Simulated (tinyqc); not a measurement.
Frenkel-Kontorova chain: a misfit dislocation (kink) in a monolayer on a periodic substrate: one step, computed by the program tinyqc.

E = sum_j [(k/2)(x_(j+1) - x_j - b)^2 + (W/2)(1 - cos(2 pi x_j/a))], x_j = a (j + u_j). A kink takes u from 0 to 1: the chain is stretched by one period and has one atom fewer than wells.

Task: Continuum limit. l0 = sqrt(k a^2/(2 W)); kink u(j) = (2/pi) arctan exp(pi j/l0); kink energy at f = 0: E0 = (4/pi) W l0; with misfit E0 - k a^2 f; kinks become favourable at f_c = 2/(pi l0), and a coherent chain with free ends loses stability at f_m = 1/l0. Lowest vibration of the flat chain: nu0 = 15.6333042 THz x sqrt(2 pi^2 W/(a^2 M)).

Inputs (values chosen for the exercise, for a model overlayer): spring constant k = 6.08 eV/angstrom^2; substrate period a = 3.52 angstrom; corrugation W = 3.12 eV; misfit f = (b - a)/a = 0.23; atomic mass M = 54.2 u.

Constants: nu for 1 eV/(angstrom^2 u) = 15.6333042 THz.

Give: kink width l0; kink energy E0; kink energy with misfit; critical misfit f_c; limit f_m; gap frequency nu0.

Result:

kink width l0 = 3.4746

kink energy E0 = 13.803 eV

kink energy with misfit = -3.5239 eV

critical misfit f_c = 0.18322

limit f_m = 0.28780

gap frequency nu0 = 4.7342 THz

f_c < f < f_m: kinks lower the energy, but must enter over a barrier at the ends. Caution: a corrugation above 1 eV is larger than real overlayers usually show; it is chosen to keep the kink narrow.
